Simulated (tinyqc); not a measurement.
Carrier lifetime of an n-type layer with SRH, radiative, Auger and surface recombination: two steps of the calculation.

Uniform excess density dn = dp (no trapping), n = n0 + dn, p = p0 + dn, Boltzmann statistics, full ionisation. Surfaces enter as a rate 2 S dn/d, which holds while diffusion to them is fast.

Inputs (values chosen for the exercise); band and dielectric values close to those of 4H silicon carbide:
- T = 300 K (temperature)
- Eg = 3.2 eV (band gap)
- Nc = 1.72e19 cm^-3 (conduction-band density of states at T)
- Nv = 2.48e19 cm^-3 (valence-band density of states at T)
- B = 1.51e-12 cm^3/s (radiative coefficient)
- N = 2.2e14 cm^-3 (donor density)
- Cn = 1.6e-31 cm^6/s (Auger coefficient (two electrons))
- Cp = 1.6e-31 cm^6/s (Auger coefficient (two holes))
- Nt = 1.1e13 cm^-3 (trap density)
- sn = 3e-16 cm^2 (capture cross-section for electrons)
- sp = 4e-15 cm^2 (capture cross-section for holes)
- vth = 2.5e7 cm/s (thermal velocity (both carriers))
- Et = 2.27 eV (trap level below the conduction band)
- S = 0 cm/s (surface recombination velocity (both faces))
- d = 10 um (sample thickness)

Constants: q = 1.602176634e-19 C, kB = 1.380649e-23 J/K, Vt = kB T/q. Results are converted to the units shown.

Question 1. Equilibrium densities and SRH constants. ni = sqrt(Nc Nv) exp(-Eg/(2 Vt)), Eg in volts; majority density N/2 + sqrt(N^2/4 + ni^2), n0 p0 = ni^2; n1 = Nc exp(-Et/Vt), p1 = Nv exp((Et - Eg)/Vt); tn0 = 1/(sn vth Nt), tp0 = 1/(sp vth Nt).

Wanted: ni; n0; p0; n1; p1; tn0; tp0.

Answer 1.

ni = 2.7301e-8 cm^-3
n0 = 2.2000e14 cm^-3
p0 = 3.3878e-30 cm^-3
n1 = 1.2624e-19 cm^-3
p1 = 5903.9 cm^-3
tn0 = 1.2121e-5 s
tp0 = 9.0909e-7 s

Question 2. Lifetime, shares and quasi-Fermi splitting. With e = n p - ni^2 = dn (n0 + p0 + dn): U_SRH = e/(tp0 (n + n1) + tn0 (p + p1)), U_rad = B e, U_Aug = (Cn n + Cp p) e, U_s = 2 S dn/d. tau = dn/U, shares of U, splitting Vt ln(n p/ni^2), radiative efficiency U_rad/U.

converged dn = 2.2896532e15 cm^-3
ni = 2.7300656e-8 cm^-3
n0 = 2.2e14 cm^-3
p0 = 3.3878445e-30 cm^-3
n1 = 1.2624287e-19 cm^-3
p1 = 5903.9043 cm^-3
tn0 = 1.2121212e-5 s
tp0 = 9.0909091e-7 s

Wanted: tau; shares; quasi-Fermi splitting.

Answer 2.

tau = 1.1448e-5 s
shares (%): SRH 95.659, radiative 4.338, Auger 0.002, surface 0.000
quasi-Fermi splitting = 2.7315 V

SRH recombination takes the largest share. dn is 10 times the doping: high injection.

Computed by the program tinyqc: `OMP_NUM_THREADS=1 python tinyqc.py 2300138 2300139 out.jsonl`, one thread of a shared Intel Xeon 2.30GHz, about 0.01 s for the whole run.
